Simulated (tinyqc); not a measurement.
FinFET, parasitic resistance, capacitance and delay: what each parasitic element costs.

Nf fins under one contact; each has gated perimeter p = 2 Hf + Wf and cross-section A = Hf Wf; contact width Wc = Nf pf, stack height Hs = Hf. Contact length Lc = CPP - Lg - 2 Lsp, shared by two neighbouring gates. Source and drain sides are equal. The formulas are first-order estimates, not field solutions.

Epitaxy sheet resistance Rsh = re/te, transfer length LT = sqrt(rc/Rsh), contact Rc = [sqrt(rc Rsh)/Wc] coth(Lc/(2 LT)); extension of one fin Rx = rx Lsp/A. With N fins: gate Cg = Cinv p N Lg; per side, plate Cp = ks eps0 [Wc (Hs + Hc) - N A]/Lsp, top fringe Cf = (2/pi) ks eps0 Wc ln(1 + Lg/(2 Lsp)), overlap Co = Cinv p N Lov. One fin: I = p Q vx u/(1 + |u|^1.8)^(1/1.8), Q = Cinv n Vt ln(1 + exp((Vg' - VT + dl Vd')/(n Vt))), u = Vd' mu/(vx Lg), Vg' = Vgs - v, Vd' = Vds - 2 v, with the drop on each side v = Rc (sum of I) + Rx I. Ieff = [I(Vgs = Vdd, Vds = Vdd/2) + I(Vdd/2, Vdd)]/2, total currents. With Cs = Cp + Cf + Co, the load of an inverter of two such devices driving an equal one is CL = 2 (Cg + 2 Cs) + 4 Cs + Cw (own drains counted twice for the Miller effect); delay CL Vdd/(2 Ieff). Each row removes one element and keeps the rest.

Parameters, values chosen for the exercise; values close to those of silicon logic devices: temperature T = 300 K; number of fins Nf = 2; fin height Hf = 60 nm; fin width Wf = 6 nm; fin pitch pf = 34 nm; contacted gate pitch CPP = 60 nm; gate length Lg = 18 nm; spacer length Lsp = 4 nm; relative permittivity of the spacer ks = 5.5; gate height above the channel stack Hc = 25 nm; contact resistivity rc = 8e-10 ohm cm^2; resistivity of the source-drain epitaxy re = 0.00022 ohm cm; current-carrying depth of the epitaxy te = 30 nm; resistivity of the extension rx = 0.00052 ohm cm; gate overlap Lov = 1.5 nm; inversion capacitance Cinv = 3 uF/cm^2; injection velocity vx = 1.2e7 cm/s; apparent mobility mu = 270 cm^2/(V s); threshold at zero drain voltage VT = 0.23 V; barrier lowering dl = 0.072 V/V; subthreshold factor n = 1.16; wire load Cw = 0.28 fF; supply voltage Vdd = 0.6 V.

Constants: q = 1.602176634e-19 C, kB = 1.380649e-23 J/K, eps0 = 8.8541878128e-12 F/m, Vt = kB T/q. Results are converted to the units shown.

One element removed at a time:

|  | Ieff (uA) | CL (aF) | delay (ps) |
|---|---|---|---|
| as given | 196.1 | 1156 | 1.768 |
| no contact resistance | 212.9 | 1156 | 1.628 |
| no extension resistance | 202.3 | 1156 | 1.713 |
| air spacer (ks = 1) | 196.1 | 736.1 | 1.126 |
| no overlap | 196.1 | 1065 | 1.629 |
| no wire | 196.1 | 875.6 | 1.339 |

What does the table show?

Gains in delay, largest first: air spacer (ks = 1) 36 %, no wire 24 %, no contact resistance 7.9 %, no overlap 7.9 %, no extension resistance 3.1 %.

tinyqc, about 0.02 s, one thread, Intel Xeon 2.30GHz (shared host): `OMP_NUM_THREADS=1 python tinyqc.py 2170037 2170038 out.jsonl`
